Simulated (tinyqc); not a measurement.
Hot carriers by balance equations with a heated Maxwellian: one step, computed by the program tinyqc. Command: `OMP_NUM_THREADS=1 python tinyqc.py 3006463 3006464 out.jsonl hot walk`. One thread of a shared host (Intel(R) Xeon(R) Processor @ 2.30GHz), about 0.02 s of CPU time with the checks.

The carriers follow a Maxwellian at an electron temperature T_e, slightly displaced; the drift energy is neglected against k_B T_e. The balance averages the rate, not the time, so mu_0 lies below the relaxation-time value.

Question. Drift velocity. Parabolic band: E = hbar^2 k^2/(2 m), speed v = hbar k/m, states per spin, volume and energy g(E) = m k/(2 pi^2 hbar^2). Masses are multiplied by m_0 and all formulas are in SI units. Phonon occupation N_q = 1/(exp(hbar w/(k_B T)) - 1). Acoustic deformation potential (elastic, equipartition, absorption and emission together): 1/tau = 2 pi k_B T D_A^2 g(E)/(hbar rho v_l^2). Optical or intervalley deformation potential: 1/tau = (pi Z_f D_o^2/(rho w)) [N_q g(E + hbar w) + (N_q + 1) g(E - hbar w)], with g = 0 below the band edge. Averages over the Maxwellian, <y> = int y x^(1/2) exp(-x) dx / int x^(1/2) exp(-x) dx with x = E/(k_B T_e), split at x_0 = hbar w/(k_B T_e): 64 Gauss-Legendre points in sqrt(x) below it and 128 in sqrt(x - x_0) above it, up to x = 32. Momentum balance: mu(T_e) = e/(m nu), nu = <x (sum of rates)>/<x>. Power lost per carrier: P(T_e) = hbar w <emission rate - absorption rate> + <(2 m v_l^2/(k_B T)) (E - 2 k_B T) acoustic rate>. v = mu(T_e) F; warm-carrier coefficient (mu/mu_0 - 1)/F^2.

Inputs (values chosen for the exercise, modelled on electrons in silicon): effective mass m = 0.328 m_0; density rho = 2329 kg/m^3; sound velocity v_l = 9020 m/s; acoustic deformation potential D_A = 9.3 eV; phonon energy hbar w = 62.2 meV; optical or intervalley deformation potential D_o = 4.7 1e8 eV/cm; final valleys Z_f = 5; lattice temperature T = 100 K; electric field F = 0.53 kV/cm.

Band: parabolic. Solver: damped fixed point.

electron temperature T_e = 145.2339 K

low-field mobility mu_0 = 9575.278 cm^2/(V s)

Constants: k_B = 8.617333262e-05 eV/K; k_B = 1.380649e-23 J/K; e = 1.602176634e-19 C; hbar = 1.054571817e-34 J s; m_0 = 9.1093837015e-31 kg; hbar = 6.582119569e-16 eV s.

Give: mobility mu(T_e); drift velocity; mu/mu_0; (mu/mu_0 - 1)/F^2.

Answer.

mobility mu(T_e) = 6778.6 cm^2/(V s)

drift velocity = 0.35926 1e7 cm/s

mu/mu_0 = 0.70792

(mu/mu_0 - 1)/F^2 = -1.0398 cm^2/kV^2

Caution: the drift energy m v^2/2 is not small against the heating (3/2) k_B (T_e - T), so T_e - T is rough.
